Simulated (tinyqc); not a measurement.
Velocity overshoot from momentum and energy balance equations after a field step: one step, computed by the program tinyqc.

At t = 0 the field jumps from 0 to F in a uniform sample. v is the drift velocity and u = w - (3/2) k_B T the excess energy per carrier.

Problem. Constants and steady state. dv/dt = e F/m - v/tau_m(u), du/dt = e F v - u/tau_E, tau_m(u) = tau_0/(1 + c u), tau_0 = m mu_0/e, c = mu_0/(e tau_E v_s^2); this choice gives the steady state v (1 + mu_0 F v/v_s^2) = mu_0 F, which saturates at v_s. Steady velocity v = 2 mu_0 F/(1 + sqrt(1 + 4 (mu_0 F/v_s)^2)); u = e F v tau_E; carrier temperature T + 2u/(3 k_B), neglecting the drift energy m v^2/2.

Inputs (values chosen for the exercise, modelled on electrons in GaN except for tau_E): effective mass m = 0.2 m_0; low-field mobility mu_0 = 1300 cm^2/(V s); saturation velocity v_s = 1.9 1e7 cm/s; energy relaxation time tau_E = 0.21 ps; field after the step F = 25 kV/cm; lattice temperature T = 300 K.

Scheme: explicit Euler.

Constants: m_0 = 9.1093837015e-31 kg; e = 1.602176634e-19 C; k_B = 8.617333262e-05 eV/K.

Give: tau_0; c; acceleration e F/m; steady velocity; steady excess energy; steady carrier temperature.

Solution.

tau_0 = 147.83 fs

c = 17.148 1/eV

acceleration e F/m = 0.021985 1e7 cm/s per fs

steady velocity = 1.4241 1e7 cm/s

steady excess energy = 0.074766 eV

steady carrier temperature = 878.42 K

tau_E/tau_0 = 1.42, and in the steady state tau_m has shrunk to 64.8 fs.
